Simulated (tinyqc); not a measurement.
Nucleation and growth of vacancy voids in a cooling silicon-like crystal. Changing the temperature of the worked step T. Computed by tinyqc, a small Python program. Command: `OMP_NUM_THREADS=1 python tinyqc.py 3031706 3031707 out.jsonl voids sweep`. One thread of a shared host (Intel(R) Xeon(R) Processor @ 2.30GHz), about 0.07 s of CPU time with the checks.

Spherical voids; vacancies are lost only to voids.

Inputs (values chosen for the exercise, for a model crystal):
```
quantity,value,unit
vacancy density at the melting point C_m,4.8e+14,1/cm^3
formation energy E_f,3.91,eV
melting point T_m,1685,K
diffusion prefactor D0,0.00083,cm^2/s
migration energy E_m,0.44,eV
site density rho,5e+22,1/cm^3
void surface energy gamma,0.993,J/m^2
ratio (V/G)/xi_c,1.58,-
limit of the excess at high V/G,1.3e+14,1/cm^3
```

Vacancy supply: from V/G.

Constants: k_B = 8.617333262e-05 eV/K; k_B = 1.380649e-23 J/K; e = 1.602176634e-19 C.

Method. C = C_x (u - 1)/(u + 0.2) with u = (V/G)/xi_c, a form chosen for the exercise. C_e = C_m exp[-(E_f/k_B)(1/T - 1/T_m)]; D = D0 exp(-E_m/(k_B T)); f = k_B T ln(C/C_e); r* = 2 gamma/(rho f); W* = 16 pi gamma^3/(3 rho^2 f^2); Z = f/sqrt(12 pi W* k_B T); I = rho Z (4 pi r* D C) exp(-W*/(k_B T)).

One run for each value:
```
temperature of the worked step T (K),rate I (1/(cm^3 s)),W*/(k_B T),critical radius r* (nm),C_e (1/cm^3)
1300,2.477e+08,36.9,0.3989,1.651e+11
1320,5.035e+05,43.0,0.4343,2.802e+11
1340,1.608e+02,51.1,0.4765,4.681e+11
1360,3.538e-03,61.7,0.5279,7.701e+11
1370,4.116e-06,68.4,0.5579,9.825e+11
1390,9.928e-14,85.9,0.6296,1.582e+12
1410,6.925e-25,111.5,0.7224,2.514e+12
1430,3.346e-42,151.3,0.8474,3.943e+12
```

Describe the trends.

Over the rows, rate I (1/(cm^3 s)) falls from 2.48e8 to 3.35e-42 (exponent d ln y / d ln x -410 between the first rows and -2800 between the last); W*/(k_B T) rises from 36.9 to 151 (exponent d ln y / d ln x 10 between the first rows and 22 between the last); critical radius r* (nm) rises from 0.399 to 0.847 (exponent d ln y / d ln x 5.6 between the first rows and 11 between the last).
